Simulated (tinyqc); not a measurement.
# Changing the emission angle from the normal

Model: X-ray photoelectron analysis of a thin oxide on a semiconductor: attenuation lengths, thickness, angle series and band offsets. Computed by tinyqc, a small Python program. Command: `OMP_NUM_THREADS=1 python tinyqc.py 3113870 3113871 out.jsonl xps sweep`. One thread of a shared host (Intel(R) Xeon(R) Processor @ 2.30GHz), about 0.01 s of CPU time with the checks.

The same element is seen in the oxide and in the substrate, at nearly the same kinetic energy; films are flat and uniform, and the work function is ignored.

Inputs (values chosen for the exercise, modelled on SiO2 on 4H-SiC):

| quantity | value | unit |
|---|---|---|
| photon energy | 1253.6 | eV |
| binding energy of the core level | 100.5 | eV |
| oxide density | 2.2 | g/cm^3 |
| oxide formula mass | 60.08 | g/mol |
| valence electrons per oxide formula | 16 | - |
| oxide gap | 8.94 | eV |
| substrate density | 3.21 | g/cm^3 |
| substrate formula mass | 40.1 | g/mol |
| valence electrons per substrate formula | 8 | - |
| substrate gap | 3.26 | eV |
| oxide thickness d | 1.3 | nm |
| attenuation length over inelastic mean free path | 0.94 | - |
| carbon overlayer | 0.72 | nm |
| counts in the two peaks together | 700000 | - |

Method:
- TPP-2M: lambda = E/(E_p^2 [b ln(c E) - C/E + D/E^2]) in angstrom, E_p = 28.8 sqrt(N_v rho/M), b = -0.10 + 0.944/sqrt(E_p^2 + E_g^2) + 0.069 rho^0.1, c = 0.191/sqrt(rho), U = N_v rho/M, C = 1.97 - 0.91 U, D = 53.4 - 20.8 U, with E = photon energy less binding energy in eV.
- Attenuation length L = factor x lambda.
- R_0 = (rho_o/M_o) L_o/((rho_s/M_s) L_s); peak ratio R = I_ox/I_sub = R_0 [exp(d/(L_o cos theta)) - 1]; hence d = L_o cos theta ln(1 + R/R_0). A carbon layer weakens both peaks alike, by exp(-d_C/(L_o cos theta)) if its L is taken equal to L_o. This R_0 leaves out intrinsic losses from the substrate peak, so calibrated values can be larger.
- With x = d/(L_o cos theta): d ln d/d ln R = (1 - exp(-x))/x = -d ln d/d ln R_0; counting error of R = 1/sqrt(N f (1 - f)), f the oxide share, which times the sensitivity gives that of d; an angle error adds tan(theta) d theta; d is proportional to L_o at fixed R_0. Assumed errors: 5 % in R_0, 1 degree, 5 % in L_o.

One run for each value:

| emission angle from the normal (degrees) | ratio R | depth 3 L_o cos theta (nm) | angle (%) | attenuation by carbon |
|---|---|---|---|---|
| 0 | 0.310 | 9.490 | 0.000 | 0.7964 |
| 9 | 0.314 | 9.373 | 0.276 | 0.7942 |
| 18 | 0.329 | 9.025 | 0.567 | 0.7872 |
| 27 | 0.357 | 8.455 | 0.889 | 0.7746 |
| 36 | 0.403 | 7.677 | 1.268 | 0.7548 |
| 45 | 0.480 | 6.710 | 1.745 | 0.7248 |
| 63 | 0.897 | 4.308 | 3.425 | 0.6057 |
| 72 | 1.693 | 2.932 | 5.372 | 0.4787 |

Give the missing row, emission angle from the normal (degrees) = 54.

Computed row:
```
emission angle from the normal (degrees)  ratio R  depth 3 L_o cos theta (nm)  angle (%)  attenuation by carbon
54                                          0.616                       5.578      2.402                 0.6789
```

Interpolating between the two neighbouring rows (linearly) misses most in ratio R, by 12 %. Over the rows, ratio R rises from 0.310 to 1.69; depth 3 L_o cos theta (nm) falls from 9.49 to 2.93; angle (%) rises from 0 to 5.37.

Caution (rows 63.0, 72.0): beyond about 60 degrees elastic scattering and roughness make a single attenuation length unreliable.

Extremes, crossings and ranges named in words are read from the listed rows.
